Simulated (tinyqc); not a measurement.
Inside a calculation. Model: thin-body transistor below threshold, two-dimensional Poisson equation on a small mesh.

Program tinyqc, `OMP_NUM_THREADS=1 python tinyqc.py 2480007 2480008 out.jsonl`; Intel Xeon 2.30GHz, shared host, one thread, about 0.09 s. Printed values are rounded.

A thin body on a thick buried insulator of low permittivity, taken as carrying no normal field at the bottom of the body (row 0). Mobile charge is neglected (subthreshold), the body is fully depleted, and potentials are counted from the intrinsic level; rows run upward to the gate, columns from source to drain.

Values chosen for this exercise; semiconductor permittivity close to that of silicon: temperature T = 300 K; relative permittivity of the semiconductor eps_r = 11.6; relative permittivity of the insulator eox = 22; body thickness tb = 5 nm; insulator thickness tox = 3 nm; channel length L = 23 nm; acceptor density of the depleted body Na = 0 cm^-3; potential of the source Vbi = 0.5 V; gate offset Vfb = 0 V; gate voltage Vg = 0.1 V; drain voltage Vd = 0.3 V.

Constants: q = 1.602176634e-19 C, kB = 1.380649e-23 J/K, Vt = kB T/q, eps0 = 8.8541878128e-14 F/cm where lengths are in cm. Results are converted to the units shown.

## Coefficients of the five-point equations

Mesh: rows i = 0..1 in the semiconductor (step hs = tb/1, row 1 on the interface), then 1 step(s) ho = tox/1 up to the gate row 2; columns j = 0..4 (step hy = L/4). Box integration, divided by eps0: up_i = eps hy/h of the interval above row i, dn_i = that of the interval below (0 for row 0), lat_i = (sum of eps h/2 over the intervals above and below)/hy, s_i = -q Na w_i hy/eps0 with w_i the semiconductor height of the box (hs/2 for row 0 and the interface row, hs between, 0 in the insulator). Each free node obeys (up + dn + 2 lat) psi = up psi(above) + dn psi(below) + lat [psi(left) + psi(right)] + s.

```
row        up     dn       lat  s (V)
0       13.34      0  5.043478      0
1    42.16667  13.34  10.78261      0
```

## The linear system

fixed values (free nodes shown as 0) (V):
```
             j=0        j=1        j=2        j=3        j=4
row 0  0.5000000  0.0000000  0.0000000  0.0000000  0.8000000
row 1  0.5000000  0.0000000  0.0000000  0.0000000  0.8000000
row 2  0.1000000  0.1000000  0.1000000  0.1000000  0.1000000
```

Unknowns (row, column) in the order listed; A has up + dn + 2 lat on the diagonal and -up, -dn, -lat towards free neighbours; b holds s and the terms of fixed neighbours. Fixed values: gate row Vg - Vfb; column 0 at Vbi and the last column at Vbi + Vd in the semiconductor, each running linearly to Vg - Vfb across the insulator.

A:
```
           (0,1)      (0,2)      (0,3)      (1,1)      (1,2)      (1,3)
(0,1)   23.42696   -5.04348    0.00000  -13.34000    0.00000    0.00000
(0,2)   -5.04348   23.42696   -5.04348    0.00000  -13.34000    0.00000
(0,3)    0.00000   -5.04348   23.42696    0.00000    0.00000  -13.34000
(1,1)  -13.34000    0.00000    0.00000   77.07188  -10.78261    0.00000
(1,2)    0.00000  -13.34000    0.00000  -10.78261   77.07188  -10.78261
(1,3)    0.00000    0.00000  -13.34000    0.00000  -10.78261   77.07188
```

b (V): (0,1) 2.52174, (0,2) 0.00000, (0,3) 4.03478, (1,1) 9.60797, (1,2) 4.21667, (1,3) 12.84275

## Direct solution

Solve A psi = b.

psi at the free nodes (V): (0,1) 0.2653984, (0,2) 0.2239806, (0,3) 0.3635581, (1,1) 0.1923611, (1,2) 0.1555513, (1,3) 0.2513221

## Iteration 1: over-relaxation sweep (omega = 1.1)

psi at the start (fixed values on the edges, free nodes at the gate value) (V):
```
             j=0        j=1        j=2        j=3        j=4
row 0  0.5000000  0.1000000  0.1000000  0.1000000  0.8000000
row 1  0.5000000  0.1000000  0.1000000  0.1000000  0.8000000
row 2  0.1000000  0.1000000  0.1000000  0.1000000  0.1000000
```

Free nodes: rows 0..1, columns 1..3, taken row by row from row 0, left to right. t = (up psi(above) + dn psi(below) + lat [psi(left) + psi(right)] + s)/(up + dn + 2 lat), with the newest neighbours; psi(new) = psi + 1.1 (t - psi).

psi after iteration 1 (V):
```
             j=0        j=1        j=2        j=3        j=4
row 0  0.5000000  0.1947255  0.1224323  0.2710819  0.8000000
row 1  0.5000000  0.1795926  0.1165198  0.2428407  0.8000000
row 2  0.1000000  0.1000000  0.1000000  0.1000000  0.1000000
```

## Iteration 2: over-relaxation sweep (omega = 1.1)

As before.

psi after iteration 2 (V):
```
             j=0        j=1        j=2        j=3        j=4
row 0  0.5000000  0.2404198  0.1818722  0.3575214  0.8000000
row 1  0.5000000  0.1828755  0.1486723  0.2499622  0.8000000
row 2  0.1000000  0.1000000  0.1000000  0.1000000  0.1000000
```

## Course of the iteration: over-relaxation sweep (omega = 1.1)

Stop when the largest change of psi is below 1e-7 V, or after 400 iterations. Fixed values: gate row Vg - Vfb; column 0 at Vbi and the last column at Vbi + Vd in the semiconductor, each running linearly to Vg - Vfb across the insulator.

Course of the iteration:
```
iteration  psi at row 0, j = 2 (V)  largest |change| of one entry (V)
1                        0.1224323                              0.171
2                        0.1818722                             0.0864
3                        0.2192760                             0.0374
4                        0.2232690                             0.0120
5                        0.2239108                            1.33e-3
6                        0.2239726                            8.81e-5
7                        0.2239798                            1.92e-5
8                        0.2239805                            1.61e-6
9                        0.2239806                            1.14e-7
10                       0.2239806                            1.21e-8
```

Converged in 10 iterations. The changes do not fall evenly; from iteration 5 to 10 they shrink by a factor of 10 a step on average.

## Barrier, swing and barrier lowering

converged psi (V):
```
             j=0        j=1        j=2        j=3        j=4
row 0  0.5000000  0.2653984  0.2239806  0.3635581  0.8000000
row 1  0.5000000  0.1923611  0.1555513  0.2513221  0.8000000
row 2  0.1000000  0.1000000  0.1000000  0.1000000  0.1000000
```

d psi/dVg on row 0: j=0 0.0000000, j=1 0.6100395, j=2 0.7745808, j=3 0.6100395, j=4 0.0000000
d psi/dVd on row 0: j=0 0.000000, j=1 0.031381, j=2 0.112710, j=3 0.358580, j=4 1.000000

The barrier is read along row 0, the path farthest from the gate. Take the node j of lowest psi: barrier Vbi - psi_j; swing Vt ln 10/(d psi_j/dVg); DIBL = (d psi_j/dVd)/(d psi_j/dVg). The derivatives solve the same equations with s = 0 and a unit change of that voltage.

j = 2
barrier = 0.2760194 V
swing = 76.84986 mV/decade
DIBL = 145.5104 mV/V

A mesh of 12, 8 and 80 steps (semiconductor, insulator, channel) gives a barrier of 0.304 V, a swing of 73.4 mV a decade and a DIBL of 83.6 mV/V; the small mesh puts the barrier 9.2 % below that.
